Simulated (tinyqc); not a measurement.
Worked calculation: Wannier-Stark ladder of a miniband. Values are carried at full precision from step to step, so a last printed digit may differ when a step is redone from the rounded ones.

One state in each well j = -(Nw - 1)/2 ... (Nw - 1)/2: H_jj = j e F d, H_(j,j+1) = -W/4; 1 kV/cm = 0.01 meV/angstrom. In an infinite chain the levels are j e F d and the state of well 0 has amplitude J_j(x) in size on well j, x = W/(2 e F d).

Constants: hbar = 6.58211957e-16 eV s.

Values chosen for the exercise (near those of a non-polar GaN/AlGaN superlattice; not measured data): W = 26 meV (miniband width); d = 47 angstrom (period); F = 24 kV/cm (field); Nw = 9 (wells).

## Scales

Give e F d, x, the Bloch frequency e F d/(2 pi hbar) and period, and the swing W/(e F) of a wave packet.

e F d = 11.280 meV
x = 1.1525
frequency = 2.727 THz
period = 0.367 ps
swing = 108 angstrom

## The matrix

Fill it in.

H (meV):
```
         -4       -3       -2       -1       0       1       2       3       4
-4  -45.120   -6.500        0        0       0       0       0       0       0
-3   -6.500  -33.840   -6.500        0       0       0       0       0       0
-2        0   -6.500  -22.560   -6.500       0       0       0       0       0
-1        0        0   -6.500  -11.280  -6.500       0       0       0       0
0         0        0        0   -6.500       0  -6.500       0       0       0
1         0        0        0        0  -6.500  11.280  -6.500       0       0
2         0        0        0        0       0  -6.500  22.560  -6.500       0
3         0        0        0        0       0       0  -6.500  33.840  -6.500
4         0        0        0        0       0       0       0  -6.500  45.120
```

## Levels and the middle state

Diagonalise; give the levels, their spacings and the weights of the middle level on the wells.

levels (meV): -48.407  -34.271  -22.587  -11.281  0.000  11.281  22.587  34.271  48.407

spacings (meV): 14.135  11.685  11.306  11.281  11.281  11.306  11.685  14.135

weights: 0.0000  0.0009  0.0220  0.2359  0.4824  0.2359  0.0220  0.0009  0.0000

The spacing in the middle is 1.0001 e F d and at the ends 1.253 e F d; states that reach the ends of the stack are pushed apart.

## Bessel amplitudes

With x = W/(2 e F d): J_j(x)^2 for j = 0 to 5, their running sum over -j ... j, and the spread sqrt(sum j^2 J_j^2) = x/sqrt2. For a hole fixed in well 0 the J_j^2 are the strengths of the optical lines at j e F d.

Weights:

| j | J_j^2 | sum |
|---|---|---|
| 0 | 0.4824 | 0.4824 |
| 1 | 0.2359 | 0.9542 |
| 2 | 0.0220 | 0.9982 |
| 3 | 0.0009 | 1.0000 |
| 4 | 0.0000 | 1.0000 |
| 5 | 0.0000 | 1.0000 |

spread = 0.815 periods

The strongest line is j = 0.

## Checks

- Weight on well 1 of the middle state of 61 wells against J_1(x)^2: both 0.2359.

Program tinyqc; command `OMP_NUM_THREADS=1 python tinyqc.py 1252236 1252237 out.jsonl`; about 0.01 s on one thread of a shared Intel(R) Xeon(R) Processor @ 2.30GHz.
